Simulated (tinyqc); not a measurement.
## Doping and flat-band voltage from the body effect

Problem. VT = Vfb + 2 phiF + gamma sqrt(2 phiF + Vsb), phiF = Vt ln(Na/ni), gamma = sqrt(2 q eps0 eps_r Na)/Cox, Cox = eps0 eox/tox. Find Na, gamma and Vfb from two thresholds.

Parameters, values chosen for the exercise; material values close to those of silicon: temperature T = 273 K; relative permittivity of the semiconductor eps_r = 11.9; relative permittivity of the gate insulator eox = 26.2; insulator thickness tox = 180 nm.

Constants: q = 1.602176634e-19 C, kB = 1.380649e-23 J/K, Vt = kB T/q, eps0 = 8.8541878128e-14 F/cm where lengths are in cm. Results are converted to the units shown.

VT at Vsb = 0 and 2.4 V (V): 2.1821826  3.9397290
ni = 1.3507137e9 cm^-3

Answer. The difference of the thresholds, gamma [sqrt(2 phiF + Vsb) - sqrt(2 phiF)], holds no Vfb and rises with Na, so it has one root; Vfb then follows from the first threshold.

Na = 2.000e17 cm^-3
gamma = 2.016 V^0.5
Vfb = -0.6000 V

Program tinyqc, `OMP_NUM_THREADS=1 python tinyqc.py 2360034 2360035 out.jsonl`; Intel Xeon 2.30GHz, shared host, one thread, about 0.04 s.
